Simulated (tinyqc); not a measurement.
# Zener tunnelling in a reverse-biased junction, two-band WKB: effect of temperature

Abrupt p-n junction, depletion approximation. Energies E are counted from the conduction-band edge of the neutral n side; its Fermi level lies at dn, that of the p side at dn - V, and the valence-band edge of the neutral p side at Em = dn + dp - V. Tunnelling needs 0 < E < Em. Two-band dispersion with equal masses m: inside the gap kappa = sqrt(m u (1 - u/Eg)/C), u the distance from a band edge, C = hbar^2/(2 m0).

Nc and Nv are given at 200 K and scale as (T/200 K)^1.5; Eg, m and eps_r are held. Nd = Nc F12(dn/Vt), Na = Nv F12(dp/Vt), F12(x) = (2/sqrt(pi)) int_0^infinity sqrt(u)/(1 + exp(u - x)) du; dn = EF - Ec on the n side, dp = Ev - EF on the p side (negative outside the bands); Vbi = Eg + dn + dp. W = sqrt(2 eps0 eps_r (Vbi - V)(1/Na + 1/Nd)/q), mean field F = (Vbi - V)/W, peak field 2 F. In a uniform field F the exponent is S = pi sqrt(m/C) Eg^1.5/(4 F). Transverse energy Et = C kt^2/m raises it to S (1 + 4 Et/Eg), so T = exp(-S) exp(-Et/Eb) with Eb = Eg/(4 S). KJ = (2 q^2/h) m/(4 pi C) (times 1e14 for A/cm^2 per eV^2). J = KJ exp(-S) Eb times the integral from 0 to Em of [f(E - dn) - f(E - dn + V)] [1 - exp(-min(E, Em - E)/Eb)] dE, f(x) = 1/(1 + exp(x/Vt)), with S and Eb from the mean field; J > 0 flows from p to n.

Parameters, values chosen for the exercise; band and dielectric values close to those of In0.53Ga0.47As:
- Eg = 0.747 eV (band gap)
- eps_r = 13.8 (relative permittivity)
- Nc = 1.14e17 cm^-3 (conduction-band density of states at 200 K)
- Nv = 4.26e18 cm^-3 (valence-band density of states at 200 K)
- m = 0.047 m0 (band-edge mass of the two-band model)
- Na = 2.5e19 cm^-3 (acceptor density)
- Nd = 3.3e18 cm^-3 (donor density)
- V = -2.3 V (bias of the p side)

Constants: q = 1.602176634e-19 C, kB = 1.380649e-23 J/K, hbar = 1.054571817e-34 J s, h = 6.62607015e-34 J s, m0 = 9.1093837015e-31 kg, Vt = kB T/q, eps0 = 8.8541878128e-14 F/cm where lengths are in cm, hbar^2/(2 m0) = 0.0380998212 eV nm^2. Results are converted to the units shown.

Effect of temperature:
```
T (K),Vbi (V),mean field (MV/cm),S,J (A/cm^2)
50,1.011,0.7955,7.080,-3.881e4
100,1.010,0.7954,7.081,-3.876e4
150,1.008,0.7952,7.083,-3.867e4
200,1.006,0.7949,7.085,-3.854e4
300,0.9986,0.7940,7.093,-3.811e4
400,0.9879,0.7927,7.105,-3.749e4
```

What does the table show?

Vbi falls from 1.01 to 0.988 V, S stays near 7.09, and |J| falls from 38800 to 37500 A/cm^2, a spread of a factor 1.04. That is small against a thermally activated current. The shrinking of the gap with temperature, left out here, would raise J.

Range of the model: Parabolic densities of states, no band tails and no gap narrowing, all of which matter at such doping.

Computed by the program tinyqc: `OMP_NUM_THREADS=1 python tinyqc.py 2620041 2620042 out.jsonl`, one thread of a shared Intel Xeon 2.30GHz, about 0.01 s for the whole run.
